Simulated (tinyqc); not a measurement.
Inside a calculation. Method: Pariser-Parr-Pople SCF with singles CI, for the molecule O=c1cccccc1 (SMILES; centres numbered as the heavy atoms are written). One step of it, computed by the program tinyqc.

Problem. Iteration 2: orbitals and new P. Diagonalise F (the basis is taken as orthonormal) and form P = 2 sum c c over the lowest orbitals.

F (eV), order 1O, 2C, 3C, 4C, 5C, 6C, 7C, 8C:
$$\begin{pmatrix}
-8.349687 & -4.565352 & 0.318804 & 0.369275 & -0.209032 & -0.209032 & 0.369275 & 0.318804 \\
-4.565352 & -5.060409 & -3.581055 & -0.214278 & 0.212223 & 0.212223 & -0.214278 & -3.581055 \\
0.318804 & -3.581055 & -5.849944 & -4.448833 & -0.111391 & 0.518710 & 0.157880 & -0.479707 \\
0.369275 & -0.214278 & -4.448833 & -6.209627 & -3.829411 & -0.101425 & 0.267917 & 0.157880 \\
-0.209032 & 0.212223 & -0.111391 & -3.829411 & -6.318572 & -4.382711 & -0.101425 & 0.518710 \\
-0.209032 & 0.212223 & 0.518710 & -0.101425 & -4.382711 & -6.318572 & -3.829411 & -0.111391 \\
0.369275 & -0.214278 & 0.157880 & 0.267917 & -0.101425 & -3.829411 & -6.209627 & -4.448833 \\
0.318804 & -3.581055 & -0.479707 & 0.157880 & 0.518710 & -0.111391 & -4.448833 & -5.849944
\end{pmatrix}$$

pi electrons, sum of z_r less the charge = 8

Give: orbital energies; P after iteration 2.

Solution.

orbital energies (eV): [-14.1427, -12.4192, -11.6647, -9.2370, -2.9660, -2.2914, 0.8470, 1.7076]

P after iteration 2, order 1O, 2C, 3C, 4C, 5C, 6C, 7C, 8C:
$$\begin{pmatrix}
1.5131 & 0.7222 & -0.1533 & -0.2429 & 0.1582 & 0.1582 & -0.2429 & -0.1533 \\
0.7222 & 0.8062 & 0.4366 & 0.1158 & -0.1279 & -0.1279 & 0.1158 & 0.4366 \\
-0.1533 & 0.4366 & 0.9304 & 0.7747 & 0.0554 & -0.3203 & -0.0921 & 0.2584 \\
-0.2429 & 0.1158 & 0.7747 & 0.9493 & 0.5343 & 0.0497 & -0.1687 & -0.0921 \\
0.1582 & -0.1279 & 0.0554 & 0.5343 & 0.9607 & 0.7507 & 0.0497 & -0.3203 \\
0.1582 & -0.1279 & -0.3203 & 0.0497 & 0.7507 & 0.9607 & 0.5343 & 0.0554 \\
-0.2429 & 0.1158 & -0.0921 & -0.1687 & 0.0497 & 0.5343 & 0.9493 & 0.7747 \\
-0.1533 & 0.4366 & 0.2584 & -0.0921 & -0.3203 & 0.0554 & 0.7747 & 0.9304
\end{pmatrix}$$
